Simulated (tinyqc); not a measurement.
Hexagonal on-chip spiral inductor, lumped pi model: one step of the calculation.

Outer diameter do = di + 2 n wd + 2 (n - 1) sp, mean da = (do + di)/2, fill p = (do - di)/(do + di), length l = 3.464 n da. L = 2.33 mu0 n^2 da/(1 + 3.82 p), mu0 = 4 pi 1e-7 H/m. Rs = rho l/(wd delta (1 - exp(-th/delta))), delta = sqrt(rho/(pi f mu0)). Cs = n wd^2 eps0 eo/hu across the coil. At each end Cox = l wd eps0 eo/(2 ho) leads to the substrate branch Rsi = 2 rs he/(l wd) in parallel with Csi = l wd eps0 11.7/(2 he). With one end grounded Y = 1/(Rs + i w L) + i w Cs + 1/[1/(i w Cox) + 1/(1/Rsi + i w Csi)], w = 2 pi f; Q = -Im Y/Re Y. Eddy currents in neighbouring turns and in the substrate are left out.

Problem. Geometry and model elements. do, l, L, delta, Rs, Cs, Cox, Rsi and Csi as defined.

Inputs (values chosen for the exercise); values of the order met in silicon radio-frequency processes: number of turns n = 1.5; line width wd = 20 um; space between turns sp = 2 um; inner diameter di = 100 um; metal thickness th = 4 um; metal resistivity rho = 3 uohm cm; oxide below the coil ho = 6 um; oxide between coil and underpass hu = 1.1 um; relative permittivity of the oxide eo = 4.1; substrate resistivity rs = 1000 ohm cm; effective spreading depth in the substrate he = 80 um; frequency f = 5 GHz.

Constants: eps0 = 8.8541878128e-12 F/m. Results are converted to the units shown.

Give: do; l; L; delta; Rs; Cs; Cox; Rsi; Csi.

Solution.

do = 162.0 um
l = 680.7 um
L = 0.4533 nH
delta = 1.233 um
Rs = 0.8618 ohm
Cs = 19.80 fF
Cox = 41.18 fF
Rsi = 1.175e5 ohm
Csi = 8.814 fF

Computed by the program tinyqc: `OMP_NUM_THREADS=1 python tinyqc.py 2302036 2302037 out.jsonl`, one thread of a shared Intel Xeon 2.30GHz, about 0.01 s for the whole run.
